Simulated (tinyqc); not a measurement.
# Graded p-n junction, non-linear Poisson equation by Newton steps, step by step

tinyqc, about 0.05 s, one thread, Intel Xeon 2.30GHz (shared host): `OMP_NUM_THREADS=1 python tinyqc.py 2000114 2000115 out.jsonl` Printed values are rounded.

One dimension, p side on the left, n side on the right; net doping C = (Nd - Na)/2 + ((Nd + Na)/2) tanh(x/Lg). The potential psi is counted from the intrinsic level, and the quasi-Fermi potentials are flat: 0 for holes and -V for electrons, so n = ni exp((psi + V)/Vt) and p = ni exp(-psi/Vt) (Boltzmann statistics, full ionisation, no current). Under reverse bias this makes the minority densities vanishingly small everywhere; they play no part in the charge.

Parameters, values chosen for the exercise; band and dielectric values close to those of indium phosphide:
```
symbol,value,unit,meaning
T,350,K,temperature
Eg,1.34,eV,band gap
eps_r,12.7,,relative permittivity
Nc,7.25e17,cm^-3,conduction-band density of states at T
Nv,1.39e19,cm^-3,valence-band density of states at T
Na,9.1e15,cm^-3,acceptor density of the p side
Nd,2.5e16,cm^-3,donor density of the n side
V,-1.2,V,bias of the p side against the n side
Lg,360,nm,grading length
```

Constants: q = 1.602176634e-19 C, kB = 1.380649e-23 J/K, Vt = kB T/q, eps0 = 8.8541878128e-14 F/cm where lengths are in cm. Results are converted to the units shown.

## Intrinsic density, end potentials and Debye lengths

ni = sqrt(Nc Nv) exp(-Eg/(2 Vt)), Eg in volts; psi_p = -Vt ln(Na/ni), psi_n = Vt ln(Nd/ni) - V; Debye length sqrt(eps0 eps_r Vt/(q N)).

ni = 7.14663e8 cm^-3
psi_p = -0.493420 V
psi_n = 1.72390 V
Debye length, p side = 48.2304 nm
Debye length, n side = 29.0986 nm

## Net doping on the mesh

x, node 0 to 13 (nm): [-3340, -2540, -1870, -1310, -847, -459, -135, 135, 442, 791, 1190, 1640, 2150, 2730]

C = (Nd - Na)/2 + ((Nd + Na)/2) tanh(x/Lg), taken at the nodes.

net doping C, node 0 to 13 (cm^-3): [-9.10000e15, -9.09997e15, -9.09895e15, -9.07646e15, -8.79433e15, -6.63026e15, 1.84001e15, 1.40600e16, 2.23050e16, 2.45841e16, 2.49542e16, 2.49962e16, 2.49998e16, 2.50000e16]

## Couplings between neighbouring nodes

a_i = eps0 eps_r/h_i for the interval from node i to i + 1, with h_i = x_(i+1) - x_i in cm.

coupling a_i, interval 0 to 12 (F/cm^2): [1.40560e-8, 1.67833e-8, 2.00800e-8, 2.42869e-8, 2.89815e-8, 3.47062e-8, 4.16475e-8, 3.66281e-8, 3.22201e-8, 2.81825e-8, 2.49885e-8, 2.20487e-8, 1.93876e-8]

## Starting potential

psi_p = -Vt ln(Na/ni) on nodes with x < 0 and psi_n = Vt ln(Nd/ni) - V on the others.

psi at the start, node 0 to 13 (V): [-0.49342, -0.49342, -0.49342, -0.49342, -0.49342, -0.49342, -0.49342, 1.72390, 1.72390, 1.72390, 1.72390, 1.72390, 1.72390, 1.72390]

## Iteration 1: densities, residual and Jacobian diagonal

n_i = ni exp((psi_i + V)/Vt), p_i = ni exp(-psi_i/Vt), rho_i = p_i - n_i + C_i, g_i = (n_i + p_i)/Vt. Box widths w_i = (h_(i-1) + h_i)/2 in cm. Residual F_i = a_i (psi_(i+1) - psi_i) - a_(i-1) (psi_i - psi_(i-1)) + q rho_i w_i; Jacobian: a_(i-1) and a_i beside the diagonal, b_i = -a_(i-1) - a_i - q g_i w_i on it. The two end nodes are fixed.

n, node 0 to 13 (cm^-3): [2.95067e-16, 2.95067e-16, 2.95067e-16, 2.95067e-16, 2.95067e-16, 2.95067e-16, 2.95067e-16, 2.5e16, 2.5e16, 2.5e16, 2.5e16, 2.5e16, 2.5e16, 2.5e16]
p, node 0 to 13 (cm^-3): [9.1e15, 9.1e15, 9.1e15, 9.1e15, 9.1e15, 9.1e15, 9.1e15, 1.07405e-16, 1.07405e-16, 1.07405e-16, 1.07405e-16, 1.07405e-16, 1.07405e-16, 1.07405e-16]
residual F, node 1 to 12 (C/cm^2): [2.98796e-13, 1.03393e-11, 1.92891e-10, 2.08380e-9, 1.40868e-8, 1.44403e-7, -1.42914e-7, -1.41628e-8, -2.49187e-9, -3.11594e-10, -2.89569e-11, -1.93398e-12]
diagonal b, node 1 to 12 (F/cm^2): [-3.58386e-6, -3.00980e-6, -2.51698e-6, -2.11016e-6, -1.78461e-6, -1.51207e-6, -3.90966e-6, -4.42480e-6, -5.02725e-6, -5.69068e-6, -6.42160e-6, -7.27923e-6]

## Iteration 1: Newton step

Solve the tridiagonal system a_(i-1) d_(i-1) + b_i d_i + a_i d_(i+1) = -F_i for nodes 1 to 12, with d = 0 on fixed nodes. Half of the step is added while the largest |d| exceeds 1.5 Vt, the full step after that.

Newton step d, before damping, node 1 to 12 (V): [0.0000001, 0.0000040, 0.0000875, 0.0011225, 0.0097543, 0.0947448, -0.0355775, -0.0034991, -0.0005184, -0.0000573, -0.0000047, -0.0000003]
psi after iteration 1, node 0 to 13 (V): [-0.49342, -0.49342, -0.49342, -0.49338, -0.49286, -0.48854, -0.44605, 1.70611, 1.72215, 1.72364, 1.72387, 1.72390, 1.72390, 1.72390]

## Iteration 2: densities, residual and Jacobian diagonal

As before.

n, node 0 to 13 (cm^-3): [2.95067e-16, 2.95068e-16, 2.95087e-16, 2.95496e-16, 3.00610e-16, 3.46856e-16, 1.41923e-15, 1.38610e16, 2.35911e16, 2.47861e16, 2.49762e16, 2.49980e16, 2.49999e16, 2.5e16]
p, node 0 to 13 (cm^-3): [9.1e15, 9.09998e15, 9.09939e15, 9.08681e15, 8.93223e15, 7.74130e15, 1.89195e15, 1.93718e-16, 1.13819e-16, 1.08332e-16, 1.07507e-16, 1.07413e-16, 1.07405e-16, 1.07405e-16]
residual F, node 1 to 12 (C/cm^2): [1.49398e-13, 5.16983e-12, 9.65239e-11, 1.05258e-9, 7.68686e-9, 1.05916e-7, -8.81245e-8, -7.29821e-9, -1.25145e-9, -1.55874e-10, -1.44791e-11, -9.66993e-13]
diagonal b, node 1 to 12 (F/cm^2): [-3.58386e-6, -3.00960e-6, -2.51340e-6, -2.07223e-6, -1.52766e-6, -3.74847e-7, -2.20254e-6, -4.17932e-6, -4.98475e-6, -5.68532e-6, -6.42110e-6, -7.27919e-6]

## Iteration 2: Newton step

As before.

Newton step d, before damping, node 1 to 12 (V): [0.000000, 0.000002, 0.000045, 0.000668, 0.011400, 0.279751, -0.034755, -0.002053, -0.000264, -0.000029, -0.000002, 0.000000]
psi after iteration 2, node 0 to 13 (V): [-0.49342, -0.49342, -0.49342, -0.49335, -0.49253, -0.48284, -0.30617, 1.68873, 1.72112, 1.72351, 1.72386, 1.72390, 1.72390, 1.72390]

## Course of the Newton iteration

Stop when the largest undamped |d| is below 1e-9 V, or after 80 iterations.

Course of the iteration:
```
iteration  largest |F| (C/cm^2)  largest |d| (V)  at node
1                       1.44e-7           0.0947        6
2                       1.06e-7            0.280        6
3                       8.58e-8             1.09        6
4                       4.44e-8            0.597        6
5                       2.22e-8            0.308        6
6                       1.11e-8            0.165        6
7                       5.55e-9           0.0926        6
8                       2.77e-9           0.0546        6
9                       1.52e-9           0.0319        6
10                     2.72e-10          4.80e-3        5
11                     3.41e-12          6.19e-5        5
12                     5.09e-16          9.24e-9        5
13                      < 1e-19          < 1e-14        6
```

Converged in 13 iterations. Once the step is below 0.1 Vt, 2 more iteration(s) reach the threshold: near the solution the error is roughly squared each time.

## Converged densities, field and charge

converged psi, node 0 to 13 (V): [-0.49342, -0.49342, -0.49342, -0.49331, -0.49003, -0.33147, 0.88361, 1.68594, 1.72016, 1.72338, 1.72384, 1.72390, 1.72390, 1.72390]

n and p as above; field E_i = -(psi_(i+1) - psi_i)/h_i on each interval; charge on either side of the peak Q = eps0 eps_r |E|max (Gauss).

n, node 0 to 13 (cm^-3): [2.95067e-16, 2.95068e-16, 2.95108e-16, 2.96142e-16, 3.30192e-16, 6.33695e-14, 19872.9, 7.10199e15, 2.20862e16, 2.45691e16, 2.49524e16, 2.49961e16, 2.49998e16, 2.5e16]
p, node 0 to 13 (cm^-3): [9.1e15, 9.09997e15, 9.09874e15, 9.06699e15, 8.13197e15, 4.23723e13, 1.35114e-4, 3.78079e-16, 1.21574e-16, 1.09288e-16, 1.07609e-16, 1.07421e-16, 1.07406e-16, 1.07405e-16]
field E, interval 0 to 12 (kV/cm): [0.0000, -0.0001, -0.0019, -0.0709, -4.0865, -37.5025, -29.7161, -1.1146, -0.0921, -0.0117, -0.0012, -0.0001, 0.0000]
peak |E| = 37.5025 kV/cm
charge Q = 42.1708 nC/cm^2

A mesh of more than 1000 nodes gives a peak field of 39.21 kV/cm; the 14-node value is 4.4 % below it.
